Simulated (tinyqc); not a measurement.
Worked calculation: UHF in the 6-31g basis, for H2, spin multiplicity 1. Computed by tinyqc, a small Python program that keeps every step (integrals from PySCF). Settings: charge = 0, multiplicity = 1, basis = 6-31g, energy threshold = 1e-08, iteration cap = 88, orthogonalisation = symmetric, start = Wolfsberg-Helmholz matrix, DIIS depth = 0, damping = 0.5, method = UHF, break = 0.4. Command: `OMP_NUM_THREADS=1 python tinyqc.py 30661 30662 out.jsonl` (the two numbers bound the seeds that draw the settings). One thread of a shared host (Intel(R) Xeon(R) Processor @ 2.60GHz), about 0.09 s of CPU time with the checks.

Geometry (angstrom):
```
atom       x       y       z
H     0.0000  0.0000  0.0000
H     0.0000  0.0000  1.1200
```

Stop when the energy changes by less than 1e-08 hartree and every element of the error matrix X^T (F D S - S D F) X (for each spin) is below 3e-05.

Course of the cycle:
```
iteration  E (hartree)     change  largest element of the error matrix
1            -0.997140          -                             1.06e-01
2            -1.022038  -2.49e-02                             7.04e-02
3            -1.038211  -1.62e-02                             4.84e-02
4            -1.048336  -1.01e-02                             3.46e-02
5            -1.054666  -6.33e-03                             2.58e-02
6            -1.058706  -4.04e-03                             1.99e-02
7            -1.061376  -2.67e-03                             1.60e-02
8            -1.063219  -1.84e-03                             1.33e-02
9            -1.064550  -1.33e-03                             1.13e-02
10           -1.065555  -1.00e-03                             9.88e-03
11           -1.066340  -7.86e-04                             8.77e-03
12           -1.066973  -6.33e-04                             7.89e-03
13           -1.067496  -5.23e-04                             7.18e-03
14           -1.067935  -4.39e-04                             6.59e-03
...                ...        ...                                  ...
75           -1.071648  -4.39e-06                             6.88e-04
76           -1.071652  -4.16e-06                             6.71e-04
77           -1.071656  -3.95e-06                             6.53e-04
78           -1.071660  -3.75e-06                             6.37e-04
79           -1.071663  -3.56e-06                             6.20e-04
80           -1.071667  -3.38e-06                             6.05e-04
81           -1.071670  -3.21e-06                             5.89e-04
82           -1.071673  -3.05e-06                             5.74e-04
83           -1.071676  -2.90e-06                             5.60e-04
84           -1.071679  -2.75e-06                             5.46e-04
85           -1.071681  -2.62e-06                             5.32e-04
86           -1.071684  -2.49e-06                             5.18e-04
87           -1.071686  -2.36e-06                             5.05e-04
88           -1.071688  -2.25e-06                             4.93e-04
```

Can the last value be used, and what does the course show?

Not by the stop rule, although the second column moves by less than 1e-05 over the last three steps. Not converged within the cap of 88 iterations: the residual falls steadily but slowly, by a factor of about 0.97 a step. Reruns (cap 100 unless said): DIIS 8: converged in 12; level shift 0.5: not converged; atomic densities as start, DIIS 8: converged in 5; the original settings with a cap of 400: converged in 202. PySCF UHF in the same basis, after a stability check = -1.071732 hartree.
